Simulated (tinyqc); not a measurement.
Length offset and series resistance from crossing lines.

Problem. R_total = Rs + k (L - dL)/Vo with constant Rs, dL and k. Find k, dL and Rs.

R_total at (L, Vo) = (50, 0.44), (150, 0.44), (50, 0.96) and (150, 0.96), L in nm and Vo in V (ohm um): 619.95455  1756.3182  331.27083  852.10417

Solution. At each overdrive R is a straight line in L with slope k/Vo; the two lines cross at L = dL, R = Rs.

k = 5.00 ohm um V/nm
dL = 3.10 nm
Rs = 87.0 ohm um

tinyqc, about 0.04 s, one thread, Intel Xeon 2.30GHz (shared host): `OMP_NUM_THREADS=1 python tinyqc.py 2282264 2282265 out.jsonl`
